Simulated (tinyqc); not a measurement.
## Pillar capacitor in an array: capacitance, non-linearity, leakage and relaxation: charge lost after writing

A film between two metal electrodes, each interface adding a series capacitance ci. The small-signal permittivity is ek (1 + aq E^2); the field is found with the linear permittivity. Leakage J = J0 sinh(E/Ef). After a voltage step the film passes a relaxation current kr C V tt^(-nr), tt being the time in seconds. The sidewall is a coaxial capacitor with radii a = dm/2 and b = dm/2 + t, depth AR dm; the end face is left out.

Planar film: Cf = eps0 ek/t, 1/C = 1/Cf + 2/ci, EOT = 3.9 eps0/C, effective permittivity C t/eps0, E = (V/t) C/Cf. A capacitor written for t0 and then left open loses, as a share of C V, kr (tt^(1 - nr) - t0^(1 - nr))/(1 - nr) by relaxation and J tt/(C V) by leakage; both are taken as small, and rows far outside that range are left out.

Inputs (values chosen for the exercise); permittivity of the order of that of zirconium oxide: relative permittivity of the film ek = 34.6; film thickness t = 6.2 nm; capacitance of each electrode interface (dead layer and screening) ci = 1000 uF/cm^2; quadratic field coefficient of the permittivity aq = 0.01 cm^2/MV^2; bias V = 1.4 V; exponent of the relaxation current nr = 0.94; strength of the relaxation kr = 0.0011; leakage prefactor J0 = 1.4e-10 A/cm^2; field for an e-fold rise of the leakage Ef = 0.4 MV/cm; duration of the write pulse t0 = 2e-8 s.

Constants: eps0 = 8.8541878128e-14 F/cm where lengths are in cm. Results are converted to the units shown.

The same in every row: leakage current (nA/cm^2) = 18.74.

Charge lost after writing:

| tt (s) | relaxation current (nA/cm^2) | loss by relaxation (%) | loss by leakage (%) | total loss (%) |
|---|---|---|---|---|
| 1e-6 | 3.289e6 | 0.1674 | 2.736e-7 | 0.1674 |
| 1e-5 | 3.776e5 | 0.2860 | 2.736e-6 | 0.2860 |
| 0.0001 | 4.336e4 | 0.4221 | 2.736e-5 | 0.4221 |
| 0.001 | 4978 | 0.5784 | 2.736e-4 | 0.5787 |
| 0.01 | 571.6 | 0.7579 | 0.002736 | 0.7606 |
| 0.1 | 65.63 | 0.9639 | 0.02736 | 0.9913 |
| 1 | 7.535 | 1.200 | 0.2736 | 1.474 |
| 10 | 0.8651 | 1.472 | 2.736 | 4.208 |

The two currents are equal at tt = 0.379 s. The loss by relaxation grows from 0.167 to 1.47 %, by 0.119 points over the first decade and 0.272 over the last, while the loss by leakage grows tenfold a decade. Leakage is the larger loss for tt = 10 s. For tt = 10 the falling voltage would already cut the leakage, so the linear estimate overstates the loss.

tinyqc, about 0.01 s, one thread, Intel Xeon 2.30GHz (shared host): `OMP_NUM_THREADS=1 python tinyqc.py 2102137 2102138 out.jsonl`
